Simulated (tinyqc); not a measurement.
# MOSFET in the linear regime without short-channel effects, parameter extraction from computed curves, step by step

Computed by the program tinyqc: `OMP_NUM_THREADS=1 python tinyqc.py 2210124 2210125 out.jsonl`, one thread of a shared Intel Xeon 2.30GHz, about 0.01 s for the whole run. Printed values are rounded.

Inversion charge Q = Cox n Vt W0(exp((Vg - VT)/(n Vt))), W0 the Lambert function and n = nf; u = Q/Cox; mobility mu = mu0/(1 + th1 u + th2 u^2); channel resistance Rch = (L - dL)/(W mu Q); Id = Vd/(Rch + Rsd/W). Cox = eps0 eox/tox. Small Vd, no channel-length or drain effects.

Values chosen for this exercise; channel values of the order met in silicon transistors: temperature T = 300 K; relative permittivity of the gate insulator (close to silicon nitride) eox = 7.29; insulator thickness tox = 7.3 nm; low-field mobility mu0 = 290 cm^2/(V s); first mobility attenuation factor th1 = 0.43 1/V; second mobility attenuation factor th2 = 0.04 1/V^2; threshold voltage VT = 0.59 V; body factor nf = 1.11; gate width W = 1 um; drawn gate length L = 0.65 um; drawn less effective length dL = 0.01 um; source plus drain resistance Rsd = 170 ohm um; drain voltage Vd = 0.02 V.

Constants: q = 1.602176634e-19 C, kB = 1.380649e-23 J/K, Vt = kB T/q, eps0 = 8.8541878128e-14 F/cm where lengths are in cm. Results are converted to the units shown.

## Transfer curve

```
point,Vg (V)
0,0.29
1,0.44
2,0.59
3,0.74
4,0.89
5,1.04
6,1.19
7,1.34
8,1.49
9,1.64
10,1.79
```

u, mu, Rch and Id as defined.

```
point,u (V),mu (cm^2/(V s)),Rch (ohm),Id (uA)
0,8.26921e-7,290.000,3.01832e9,6.62621e-6
1,1.53224e-4,289.981,1.62903e7,0.00122771
2,0.0162746,287.982,1.54437e5,0.129360
3,0.111144,276.642,23540.9,0.843494
4,0.239155,262.414,11533.5,1.70889
5,0.376158,248.414,7746.05,2.52651
6,0.517031,235.196,5952.25,3.26677
7,0.660024,222.865,4920.68,3.92875
8,0.804349,211.409,4256.56,4.51818
9,0.949586,200.777,3796.46,5.04228
10,1.09548,190.907,3460.97,5.50817
```

## Threshold and mobility at the peak transconductance

gm_i = (Id_(i+1) - Id_(i-1))/(Vg_(i+1) - Vg_(i-1)); at the point j of largest gm the tangent meets the axis at V_ext = Vg_j - Id_j/gm_j; field-effect mobility gm_j L/(W Cox Vd) with the drawn L.

```
point,gm (uS)
1,0.431178
2,2.80755
3,5.26510
4,5.61006
5,5.19294
6,4.67413
7,4.17136
8,3.71176
9,3.29996
```

j = 4
V_ext = 0.585388 V
field-effect mobility = 206.204 cm^2/(V s)

V_ext is 4.6 mV below the model VT, and the mobility so found is 30 % below mu0 L/(L - dL) = 295 cm^2/(V s), the value for the drawn L; attenuation, series resistance and the slow approach of Q to a straight line all lower the peak gm.

## The Y function

Y_i = Id_i/sqrt(gm_i). For Id = beta Vd x/(1 + th x), x = Vg - VT, Y = sqrt(beta Vd) x whatever th. Slope s from points 6 and 9; VT_Y = Vg - Y/s at point 9; beta = s^2/Vd; mobility beta L/(W Cox) with the drawn L; th* = (beta Vd x/Id - 1)/x at point 9.

```
point,Y (uA^0.5 V^0.5)
1,0.00186968
2,0.0772034
3,0.367602
4,0.721491
5,1.10870
6,1.51101
7,1.92360
8,2.34517
9,2.77570
```

s = 2.81041 uA^0.5 V^-0.5
VT_Y = 0.652350 V
beta = 394.919 uA/V^2
mobility from Y = 290.314 cm^2/(V s)
th* = 0.553928 1/V

The mobility from Y is 1.4 % below mu0 L/(L - dL) = 295 cm^2/(V s), which it should reach in deep inversion when th2 = 0. th* compares with th1 + mu0 Cox Rsd/(L - dL) = 0.498 1/V, since series resistance enters like th1.
